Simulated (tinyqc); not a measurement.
# Electron continuity equation in a given potential, Scharfetter-Gummel discretisation: three discretisations compared

Steady state in one dimension: J = q mu n E + q D dn/dx with E = -dpsi/dx and D = mu Vt, dJ/dx = 0, fixed densities nL and nR at the ends. The potential is given, psi = U x/L, and is not changed by the electrons.

8 equal intervals. Fluxes J_i = (q D/h)(n_(i+1) P_i - n_i Q_i), d_i = (psi_(i+1) - psi_i)/Vt: Scharfetter-Gummel P = B(d), Q = B(-d), B(d) = d/(exp(d) - 1); central P = 1 - d/2, Q = 1 + d/2; upwind P = 1 + max(-d, 0), Q = 1 + max(d, 0). Balance at each inner node: J_i - J_(i-1) = 0. The reference is Scharfetter-Gummel on 1600 intervals.

Parameters, values chosen for the exercise; mobility close to that of indium phosphide at room temperature:
- T = 250 K (temperature)
- mu = 4950 cm^2/(V s) (electron mobility)
- L = 19 um (length of the region)
- nL = 5e12 cm^-3 (density at x = 0)
- nR = 7.2e13 cm^-3 (density at x = L)
- U = 0.22 V (potential difference psi(L) - psi(0))

Constants: q = 1.602176634e-19 C, kB = 1.380649e-23 J/K, Vt = kB T/q. Results are converted to the units shown.

Densities (cm^-3):
```
node  Scharfetter-Gummel   central    upwind  reference
0               5.000e12  5.000e12  5.000e12   5.000e12
1               5.006e12  5.001e12  5.119e12   5.006e12
2               5.029e12  5.007e12  5.389e12   5.029e12
3               5.111e12  5.035e12  6.004e12   5.111e12
4               5.404e12  5.159e12  7.405e12   5.404e12
5               6.453e12  5.721e12  1.059e13   6.453e12
6               1.021e13  8.267e12  1.785e13   1.021e13
7               2.369e13  1.979e13  3.438e13   2.369e13
8               7.200e13  7.200e13  7.200e13   7.200e13
```

What does the table show?

Largest errors as a share of the largest reference density listed: Scharfetter-Gummel under 1e-7 %, central 5.4 %, upwind 15 %. The largest |d| is 1.28. Upwinding stays positive but acts as if D were larger by the factor 1 + |d|/2, up to 1.64 here.

Program tinyqc, `OMP_NUM_THREADS=1 python tinyqc.py 2220040 2220041 out.jsonl`; Intel Xeon 2.30GHz, shared host, one thread, about 0.01 s.
